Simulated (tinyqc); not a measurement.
Carrier density against temperature: charge neutrality of a doped semiconductor with incomplete ionisation. Computed by tinyqc, a small Python program. Command: `OMP_NUM_THREADS=1 python tinyqc.py 3003226 3003227 out.jsonl dopant walk`. One thread of a shared host (Intel(R) Xeon(R) Processor @ 2.30GHz), about 0.03 s of CPU time with the checks.

Energies are counted from the top of the valence band; E_D is measured down from the conduction band and E_A up from the valence band.

Inputs (values chosen for the exercise, modelled on GaSb):
```
quantity                    value   unit
gap at 0 K E_g0             0.797     eV
Varshni alpha            0.000423   eV/K
Varshni beta                  135      K
electron mass m_e          0.0389    m_0
valleys M_c                     1      -
hole mass m_h               0.411    m_0
donor density N_D         1.8e+14  cm^-3
acceptor density N_A      9.6e+15  cm^-3
donor depth E_D           0.00258     eV
acceptor depth E_A         0.0296     eV
donor degeneracy g_D            2      -
acceptor degeneracy g_A         4      -
```

Doping: p-type, compensated. Statistics of the bands: Fermi-Dirac.

Constants: k_B = 8.617333262e-05 eV/K; m_0 = 9.1093837015e-31 kg; k_B = 1.380649e-23 J/K; h = 6.62607015e-34 J s.

Method:
- E_g = E_g0 - alpha T^2/(T + beta).
- N_c = 2 M_c (2 pi m_e k_B T/h^2)^(3/2) and N_v = 2 (2 pi m_h k_B T/h^2)^(3/2), masses in units of m_0.
- n = N_c F_1/2((E_F - E_g)/k_B T), p = N_v F_1/2(-E_F/k_B T).
- F_1/2(eta) = (2/sqrt(pi)) int_0^infinity sqrt(x)/(1 + exp(x - eta)) dx, by the trapezoid rule in t = sqrt(x) with step 0.02 up to t = 12 (for eta < -12 by exp(eta) - exp(2 eta)/2^(3/2)).
- N_D+ = N_D/(1 + g_D exp((E_F - E_g + E_D)/k_B T)).
- N_A- = N_A/(1 + g_A exp((E_A - E_F)/k_B T)).
- Neutrality: p + N_D+ = n + N_A-; the log ratio is ln[(p + N_D+)/(n + N_A-)].
- Neutrality is solved by bisection at each T. The last column is -k_B d ln(p T^-3/2)/d(1/T) from this row and the one above; it turns negative as ionisation nears completion, when the density grows more slowly than that power of T.

Against temperature:
```
T (K)   p (cm^-3)  E_F from the band edge (eV)  ionised share  activation energy (eV)
12     2.5627e+05                      0.02694        0.01875                       -
16     5.0578e+08                      0.02605        0.01875                0.029600
21     1.2610e+11                      0.02495        0.01876                0.029596
31     3.6647e+13                      0.02324        0.02257                0.028542
49     8.3374e+14                      0.02643        0.10560                0.017728
76     3.5724e+15                      0.03577        0.39088                0.009469
110    6.6257e+15                      0.05118        0.70893                0.001337
170    8.6096e+15                      0.08483        0.91559               -0.010503
300    9.2540e+15                      0.16988        0.98270               -0.026363
600    1.6282e+16                      0.36431        0.99386               -0.024544
```

Between the two coldest rows the activation energy is 0.0296 eV, 1.00 of the dopant depth: with compensation E_F is pinned at the level and the full depth shows. The density is within 10 % of the net doping from 170 K to 300 K. From 600 K carriers excited across the gap add to it.

Extremes, crossings and ranges named in words are read from the listed rows.
